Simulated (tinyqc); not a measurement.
Worked calculation: RKS/PBE in the sto-6g basis, for H6, spin multiplicity 1. One step of it, computed by the program tinyqc.

Question. Iteration 7 (converged): orbitals. Diagonalise F' = X^T F X, C = X C', fill 3 alpha and 3 beta electrons from the bottom; D = 2 C_occ C_occ^T. Each column has its largest component positive (the first on a tie).

converged F (hartree):
```
           1H 1s      2H 1s      3H 1s      4H 1s      5H 1s      6H 1s
1H 1s  -0.181982  -0.282646  -0.022214  -0.004089  -0.000094  -0.000010
2H 1s  -0.282646  -0.187985  -0.087598  -0.022241  -0.000737  -0.000094
3H 1s  -0.022214  -0.087598  -0.189718  -0.284365  -0.022241  -0.004089
4H 1s  -0.004089  -0.022241  -0.284365  -0.189718  -0.087598  -0.022214
5H 1s  -0.000094  -0.000737  -0.022241  -0.087598  -0.187985  -0.282646
6H 1s  -0.000010  -0.000094  -0.004089  -0.022214  -0.282646  -0.181982
```

X:
```
           1H 1s      2H 1s      3H 1s      4H 1s      5H 1s      6H 1s
1H 1s   1.123878  -0.313265   0.022144  -0.006198   0.000498  -0.000152
2H 1s  -0.313265   1.135819  -0.098462   0.022387  -0.001595   0.000498
3H 1s   0.022144  -0.098462   1.136905  -0.316815   0.022387  -0.006198
4H 1s  -0.006198   0.022387  -0.316815   1.136905  -0.098462   0.022144
5H 1s   0.000498  -0.001595   0.022387  -0.098462   1.135819  -0.313265
6H 1s  -0.000152   0.000498  -0.006198   0.022144  -0.313265   1.123878
```

Give: F' = X^T F X; orbital energies; coefficients C; D after iteration 7.

Answer.

F' = X^T F X (hartree):
```
         1        2        3        4        5        6
1  -0.0492  -0.2595   0.0240  -0.0083   0.0008  -0.0003
2  -0.2595  -0.0428  -0.0854   0.0243  -0.0023   0.0008
3   0.0240  -0.0854  -0.0429  -0.2634   0.0243  -0.0083
4  -0.0083   0.0243  -0.2634  -0.0429  -0.0854   0.0240
5   0.0008  -0.0023   0.0243  -0.0854  -0.0428  -0.2595
6  -0.0003   0.0008  -0.0083   0.0240  -0.2595  -0.0492
```

orbital energies (hartree): MO1 -0.3408, MO2 -0.3108, MO3 -0.2772, MO4 0.1204, MO5 0.2172, MO6 0.3214

coefficients C:
```
          MO1      MO2      MO3      MO4      MO5      MO6
1H 1s  0.2316   0.3963  -0.3479  -0.5405  -0.7112   0.4818
2H 1s  0.2876   0.4093  -0.2832   0.4346   0.7295  -0.5891
3H 1s  0.4031   0.0609   0.4069   0.6524  -0.1063   0.7969
4H 1s  0.4031  -0.0609   0.4069  -0.6524  -0.1063  -0.7969
5H 1s  0.2876  -0.4093  -0.2832  -0.4346   0.7295   0.5891
6H 1s  0.2316  -0.3963  -0.3479   0.5405  -0.7112  -0.4818
```

D after iteration 7:
```
         1H 1s    2H 1s    3H 1s    4H 1s    5H 1s    6H 1s
1H 1s   0.6634   0.6546  -0.0481  -0.1446   0.0058   0.0351
2H 1s   0.6546   0.6608   0.0512  -0.0484  -0.0093   0.0058
3H 1s  -0.0481   0.0512   0.6634   0.6486  -0.0484  -0.1446
4H 1s  -0.1446  -0.0484   0.6486   0.6634   0.0512  -0.0481
5H 1s   0.0058  -0.0093  -0.0484   0.0512   0.6608   0.6546
6H 1s   0.0351   0.0058  -0.1446  -0.0481   0.6546   0.6634
```
